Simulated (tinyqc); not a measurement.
Tunnelling through a two-layer gate stack, WKB transmission and Tsu-Esaki current: one step of the calculation.

Electrons leave the emitter at x = 0. Energies E (motion across the layers) are in eV from the emitter Fermi level; the collector Fermi level lies at -V and offers states at every E. No charge in the dielectric and no image force: F1 = V/(t1 + t2 eps1/eps2), F2 = F1 eps1/eps2; U = phi1 - F1 x in layer 1 and phi2 - F1 t1 - F2 (x - t1) in layer 2. With C = hbar^2/(2 m0), kappa = sqrt(m (U - E)/C) where U > E and 0 elsewhere; T(E) = exp(-S), S = 2 times the integral of kappa over x.

Question. Current density on a coarse energy grid. Each layer adds (2/F) sqrt(m/C) [G(u at its left edge) - G(u at its right edge)] to S, with u = U - E (0 where negative) and G(u) = (2/3) u^1.5. The slope follows from 1/d = -dS/dE.

J = J0 times the integral of T(E) N(E) dE, N = ln[(1 + exp(-E/Vt))/(1 + exp((-E - V)/Vt))], J0 = q^2 me m0 kB T/(2 pi^2 hbar^3) (times 1e-4 for A/cm^2 per eV), by Simpson's rule on nE equally spaced points from Ea to Eb.

Values chosen for this exercise; layer 1 close to silicon dioxide, layer 2 close to zirconium oxide:
- T = 400 K (temperature)
- Ef = 0.35 eV (Fermi energy of the emitter above its band bottom)
- me = 1 m0 (emitter mass in the supply function)
- phi1 = 3.15 eV (barrier of layer 1 above the emitter Fermi level at zero bias)
- m1 = 0.48 m0 (tunnelling mass of layer 1)
- t1 = 1.2 nm (thickness of layer 1)
- eps1 = 3.85 (relative permittivity of layer 1)
- phi2 = 1.43 eV (barrier of layer 2 at zero bias)
- m2 = 0.24 m0 (tunnelling mass of layer 2)
- t2 = 3.5 nm (thickness of layer 2)
- eps2 = 25.7 (relative permittivity of layer 2)
- V = 0.4 V (voltage across the dielectric)
- Ea = -0.35 eV (lower end of the energy grid)
- Eb = 0.5 eV (upper end of the energy grid)
- nE = 11 (points of the energy grid)

Constants: q = 1.602176634e-19 C, kB = 1.380649e-23 J/K, hbar = 1.054571817e-34 J s, m0 = 9.1093837015e-31 kg, Vt = kB T/q, hbar^2/(2 m0) = 0.0380998212 eV nm^2. Results are converted to the units shown.

Wanted: E; T(E); N; T(E) N; J0; J.

Answer.

```
point   E (eV)       T(E)         N     T(E) N
0      -0.3500  1.149e-16     9.943  1.142e-15
1      -0.2650  2.636e-16     7.669  2.021e-15
2      -0.1800  6.186e-16     5.226  3.233e-15
3      -0.0950  1.489e-15     2.818  4.194e-15
4      -0.0100  3.682e-15    0.8487  3.125e-15
5       0.0750  9.389e-15    0.1075  1.010e-15
6       0.1600  2.478e-14  0.009594  2.377e-16
7       0.2450  6.796e-14  8.184e-4  5.562e-17
8       0.3300  1.949e-13  6.953e-5  1.355e-17
9       0.4150  5.885e-13  5.905e-6  3.475e-18
10      0.5000  1.889e-12  5.015e-7  9.476e-19
```

J0 = 5.578e8 A/(cm^2 eV)
J = 6.875e-7 A/cm^2

The integrand peaks at E = -0.0950 eV among these points.

Program tinyqc, `OMP_NUM_THREADS=1 python tinyqc.py 2540088 2540089 out.jsonl`; Intel Xeon 2.30GHz, shared host, one thread, about 0.04 s.
